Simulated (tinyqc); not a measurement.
Displacements against temperature: thermal displacements in the Debye model: Debye-Waller factors, bond-length spread and the Lindemann rule. Computed by tinyqc, a small Python program. Command: `OMP_NUM_THREADS=1 python tinyqc.py 3028922 3028923 out.jsonl debyewaller walk`. One thread of a shared host (Intel(R) Xeon(R) Processor @ 2.30GHz), about 0.01 s of CPU time with the checks.

A Debye spectrum with three branches of one velocity, cut at k_B Theta; 2 atoms per cube, nearest neighbours at d = 0.866025 a.

Inputs (values chosen for the exercise, modelled on molybdenum):

| quantity | value | unit |
|---|---|---|
| atomic mass M | 95.95 | u |
| Debye temperature Theta | 402 | K |
| lattice constant a | 3.147 | angstrom |
| temperature T | 295 | K |

Structure: bcc.

reflection (h k l): 3  1  0

Constants: hbar^2/u = 4.18015928e-03 eV angstrom^2; k_B = 8.617333262e-05 eV/K.

Method:
- <u_x^2> = (3 hbar^2/(2 M k_B Theta)) int_0^1 s coth(s Theta/(2T)) ds (64 Gauss-Legendre points); it tends to 3 hbar^2/(4 M k_B Theta) at T = 0 and to 3 hbar^2 T/(M k_B Theta^2) at high T.
- B = 8 pi^2 <u_x^2>.
- G = 2 pi sqrt(h^2 + k^2 + l^2)/a; the intensity is multiplied by exp(-2W), 2W = G^2 <u_x^2>; the loss goes into thermal diffuse scattering.
- Correlated Debye model: sigma^2 = (3 hbar^2/(M k_B Theta)) int_0^1 s coth(s Theta/(2T)) [1 - sin(s q_D R)/(s q_D R)] ds for two atoms at distance R, q_D = (6 pi^2 n)^(1/3), n atoms per volume; uncorrelated motion would give 2 <u_x^2>.
- The correlation is 1 - sigma^2/(2 <u_x^2>); exp(-2W) uses 2W = G^2 <u_x^2>.

|G| = 6.31369 1/angstrom

Displacements (angstrom^2):

| T (K) | <u_x^2> | classical | sigma^2 at d | sigma^2 at 2d | exp(-2W) |
|---|---|---|---|---|---|
| 12 | 9.4874e-04 | 1.1262e-04 | 0.0015855 | 0.0018031 | 0.96289 |
| 40 | 0.0010046 | 3.7541e-04 | 0.0015977 | 0.0018376 | 0.96074 |
| 80 | 0.0011831 | 7.5082e-04 | 0.0017118 | 0.0020571 | 0.95393 |
| 140 | 0.0015931 | 0.0013139 | 0.0021050 | 0.0026674 | 0.93847 |
| 220 | 0.0022502 | 0.0020647 | 0.0028270 | 0.0036985 | 0.91421 |
| 320 | 0.0031329 | 0.0030033 | 0.0038441 | 0.0051072 | 0.88260 |
| 480 | 0.0045921 | 0.0045049 | 0.0055604 | 0.0074524 | 0.83272 |
| 720 | 0.0068157 | 0.0067574 | 0.0082015 | 0.011038 | 0.76209 |
| 880 | 0.0083068 | 0.0082590 | 0.0099789 | 0.013445 | 0.71811 |

What does the comparison show, and why?

The classical line is within 5 % from T = 320 K (T/Theta = 0.80) on. The correlation of nearest neighbours grows from 0.16 to 0.40, since thermal motion weights long waves, which move neighbours together, more than zero-point motion does; at 2d it ends at 0.19. The reflection keeps 96 % of its intensity at the lowest T and 72 % at the highest.

Extremes, crossings and ranges named in words are read from the listed rows.
